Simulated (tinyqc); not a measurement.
Strain, valley repopulation and piezoresistance in a many-valley conduction band: one step, computed by the program tinyqc.

Valleys are ellipsoids with mass m_l along the axis a and m_t across it, parabolic, with one constant relaxation time; strain shifts the valleys and leaves the masses alone. Currents are taken along [100], in the plane, and along [001], across the plane.

Question. Mobility tensor and resistance change. Mobility tensor mu = e tau sum_v (n_v/n) [1/m_t + (1/m_l - 1/m_t) a a^T]; unstrained mu_0 = e tau (1/m_l + 2/m_t)/3; resistivity along d from the inverse tensor, rho_d = d.mu^-1.d/(n e), mobility along d = 1/(d.mu^-1.d); gauge pi_d = (rho_d/rho_0 - 1)/X.

Inputs (values chosen for the exercise, for a model crystal):
```
quantity,value,unit
longitudinal mass m_l,0.996,m_0
transverse mass m_t,0.181,m_0
relaxation time tau,200,fs
temperature T,100,K
```

Valley axes: <100> (6 valleys in 3 pairs). Load: biaxial in the (001) plane.

share of the electrons (per pair): x 0.4083923, y 0.4083923, z 0.1832155

Constants: e = 1.602176634e-19 C; m_0 = 9.1093837015e-31 kg.

Give: mobility tensor; unstrained mobility mu_0; mobility along the first direction; mobility along the second direction; resistance change along the first direction; resistance change along the second direction.

Answer.

mobility tensor (cm^2/(V s)):
```
,x,y,z
x,1294,0,0
y,0,1294,0
z,0,0,1652
```

unstrained mobility mu_0 = 1413 cm^2/(V s)

mobility along the first direction = 1294 cm^2/(V s)

mobility along the second direction = 1652 cm^2/(V s)

resistance change along the first direction = 9.224 %

resistance change along the second direction = -14.45 %

The mobility lies between e tau/m_l = 353 and e tau/m_t = 1940; the trace stays at 3 mu_0. Along the first direction the filled valleys present more of their heavy mass.
